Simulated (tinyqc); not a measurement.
Stacked nanosheet transistor, parasitic resistance, capacitance and delay: one step of the calculation.

Ns sheets share one contact on top; each has perimeter p = 2 (Ws + ts) and cross-section A = Ws ts; contact width Wc = Ws + 10 nm, stack height Hs = Ns pv. Sheet 1 is the top one. Contact length Lc = CPP - Lg - 2 Lsp, shared by two neighbouring gates. Source and drain sides are equal. The formulas are first-order estimates, not field solutions.

Task. Capacitances. With N sheets: gate Cg = Cinv p N Lg; per side, plate Cp = ks eps0 [Wc (Hs + Hc) - N A]/Lsp, top fringe Cf = (2/pi) ks eps0 Wc ln(1 + Lg/(2 Lsp)), overlap Co = Cinv p N Lov. Cs = Cp + Cf + Co. An inverter of two such devices driving an equal one has the load CL = 2 (Cg + 2 Cs) + 4 Cs + Cw (its own drains counted twice for the Miller effect).

Parameters, values chosen for the exercise; values close to those of silicon logic devices:
```
symbol  value     unit                              meaning
Ns          3                              number of sheets
Ws         20       nm                          sheet width
ts          5       nm                      sheet thickness
pv         12       nm         vertical pitch of the sheets
Lg         18       nm                          gate length
Lsp         6       nm                        spacer length
ks        5.5           relative permittivity of the spacer
Hc         30       nm  gate height above the channel stack
Lov       0.5       nm                         gate overlap
Cinv      3.2  uF/cm^2                inversion capacitance
Cw       0.09       fF                            wire load
```

Constants: eps0 = 8.8541878128e-12 F/m. Results are converted to the units shown.

Wanted: Cg; Cp; Cf; Co; CL.

Result.

Cg = 86.400 aF
Cp = 13.635 aF
Cf = 0.85221 aF
Co = 2.4000 aF
CL = 397.90 aF

The channel capacitance gives 43.4 % of CL, the parasitic parts 34.0 % and the wire 22.6 %.

tinyqc, about 0.05 s, one thread, Intel Xeon 2.30GHz (shared host): `OMP_NUM_THREADS=1 python tinyqc.py 2170064 2170065 out.jsonl`
